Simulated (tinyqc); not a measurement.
# p-type polysilicon, carrier trapping at grain boundaries: effects of single changes

One-dimensional grains of size Lg, uniform ionised doping N, monovalent traps Qt at each boundary at a depth Et below (for electrons) or above (for holes) the band edge there, abrupt depletion of width W on each side of a boundary, Boltzmann statistics. xi is the distance from the band edge at the grain centre to the Fermi level. Trapped charge Qt/(1 + exp((xi + VB - Et)/Vt)) = 2 N W, barrier VB = q N W^2/(2 eps0 eps_r).

Inputs (values chosen for the exercise); values of the order met in polycrystalline silicon:
```
symbol    value        unit                                                              meaning
T           300           K                                                          temperature
eps_r      11.7                                                            relative permittivity
NB      2.65e19       cm^-3                                  valence-band density of states at T
Lg           62          nm                                                           grain size
Qt       2.9e12       cm^-2                                     trap density of a grain boundary
Et         0.44          eV  depth of the trap level from the majority band edge at the boundary
ms         0.47          m0                                         mass for thermionic emission
fe            1                                           correction factor of the emission rate
mug          73  cm^2/(V s)                                           mobility inside the grains
N        1.9e17       cm^-3                                                               doping
```

Constants: q = 1.602176634e-19 C, kB = 1.380649e-23 J/K, m0 = 9.1093837015e-31 kg, Vt = kB T/q, eps0 = 8.8541878128e-14 F/cm where lengths are in cm. Results are converted to the units shown.

Each table varies one quantity; the others keep the values above.

## Effect of the doping

If the trap equation with xi = Vt ln(NB/N) has a root W < Lg/2, the grain is partly depleted; otherwise W = Lg/2 and the trap equation gives xi = Et - VB + Vt ln(Qt/(N Lg) - 1). N* = Qt/Lg. n0 = NB exp(-xi/Vt); mean density n0 (1 - 2 W/Lg) by charge balance in a partly depleted grain, and n0 (sqrt(pi)/2) erf(u)/u with u = sqrt(VB/Vt) in a fully depleted one; v = sqrt(kB T/(2 pi ms m0)); barrier resistivity Vt exp(VB/Vt)/(q fe n0 v Lg); grain resistivity (1 - 2 W/Lg)/(q n0 mug); effective mobility 1/(q mean density total resistivity). Rows with xi above 0.45 V, towards mid-gap, are left out, since the other carrier type is ignored.

Result of one run:
columns A: N (cm^-3); B: N/N*; C: depleted share 2 W/Lg; D: VB (V); E: xi (V); F: mean density (cm^-3); G: resistivity (ohm cm); H: effective mobility (cm^2/(V s))
```
A            B      C        D       E         F        G      H
8.5e16  0.1817  1.000  0.06317  0.4157  1.517e12  2.777e4  148.2
```

What becomes of these results when the doping N is changed from 8.5e16 to 1.1e18 cm^-3, all else the same?

Result of the changed run:
columns A: N (cm^-3); B: N/N*; C: depleted share 2 W/Lg; D: VB (V); E: xi (V); F: mean density (cm^-3); G: resistivity (ohm cm); H: effective mobility (cm^2/(V s))
```
A           B       C       D        E         F      G      H
1.1e18  2.352  0.4251  0.1477  0.08226  6.324e17  1.872  5.272
```

The whole series:
columns A: N (cm^-3); B: N/N*; C: depleted share 2 W/Lg; D: VB (V); E: xi (V); F: mean density (cm^-3); G: resistivity (ohm cm); H: effective mobility (cm^2/(V s))
```
A            B        C        D        E         F        G       H
8.5e16  0.1817    1.000  0.06317   0.4157  1.517e12  2.777e4   148.2
1.6e17  0.3421    1.000   0.1189   0.3380  2.291e13  1.186e4   22.96
3.1e17  0.6628    1.000   0.2304   0.1922  4.652e15     3138  0.4275
6e17     1.283   0.7546   0.2539  0.09793  1.472e17    203.8  0.2080
1.1e18   2.352   0.4251   0.1477  0.08226  6.324e17    1.872   5.272
2.2e18   4.703   0.2126  0.07390  0.06434  1.732e18  0.08317   43.32
4.2e18   8.979   0.1114  0.03871  0.04762  3.732e18  0.02515   66.50
8e18     17.10  0.05847  0.02032  0.03096  7.532e18  0.01188   69.74
```

As N goes from 8.5e16 to 8e18, VB goes from 0.0632 through a maximum of 0.254 (at N = 6e17 among the rows listed) to 0.0203 V, the resistivity falls from 27800 to 0.0119 ohm cm and the effective mobility goes from 148 through a minimum of 0.208 (at N = 6e17 among the rows listed) to 69.7 cm^2/(V s). The steepest fall of the resistivity among the rows, as N^(-7.7), lies between N = 6e17 and 1.1e18 cm^-3; N* = 4.68e17 cm^-3. While the grain is fully depleted VB grows as N; once the traps are full it falls as 1/N. For N = 2.2e18, 4.2e18, 8e18 xi is under 2.5 Vt, where Boltzmann statistics begin to fail. For N = 8e18 VB is below Vt, where abrupt depletion and thermionic emission are rough. For N = 6e17 the grain is near the changeover between partial and full depletion, within a few Debye lengths, where both limits are rough. For N = 8.5e16 the effective mobility exceeds mug, since drift through the depleted part of the grain is left out.

## Effect of the trap density of a grain boundary

Same model as above.

N* = Qt/Lg.

Effect of the trap density of a grain boundary:
columns A: Qt (cm^-2); B: N/N*; C: depleted share 2 W/Lg; D: VB (V); E: xi (V); F: mean density (cm^-3); G: resistivity (ohm cm); H: effective mobility (cm^2/(V s))
```
A            B       C         D       E         F        G      H
2e11     5.890  0.1698  0.004070  0.1277  1.577e17   0.4145  95.47
3.4e11   3.465  0.2886   0.01176  0.1277  1.352e17   0.3751  123.1
5.7e11   2.067  0.4839   0.03306  0.1277  9.807e16   0.3577  178.0
9.7e11   1.214  0.8232   0.09569  0.1277  3.358e16    1.494  124.4
1.6e12  0.7362   1.000    0.1412  0.2723  2.678e14     2209  10.55
2.8e12  0.4207   1.000    0.1412  0.3071  6.968e13     8492  10.55
4.7e12  0.2506   1.000    0.1412  0.3271  3.209e13  1.844e4  10.55
8e12    0.1472   1.000    0.1412  0.3442  1.657e13  3.572e4  10.55
```

As Qt goes from 2e11 to 8e12, VB rises from 0.00407 to 0.141 V, the resistivity goes from 0.414 through a minimum of 0.358 (at Qt = 5.7e11 among the rows listed) to 35700 ohm cm and the effective mobility goes from 95.5 through a maximum of 178 (at Qt = 5.7e11 among the rows listed) to 10.5 cm^2/(V s). For Qt = 2e11, 3.4e11 VB is below Vt, where abrupt depletion and thermionic emission are rough. For Qt = 9.7e11 the grain is near the changeover between partial and full depletion, within a few Debye lengths, where both limits are rough. For Qt = 2e11, 3.4e11, 5.7e11, 9.7e11 the effective mobility exceeds mug, since drift through the depleted part of the grain is left out.

Program tinyqc, `OMP_NUM_THREADS=1 python tinyqc.py 2830277 2830278 out.jsonl`; Intel Xeon 2.30GHz, shared host, one thread, about 0.01 s.
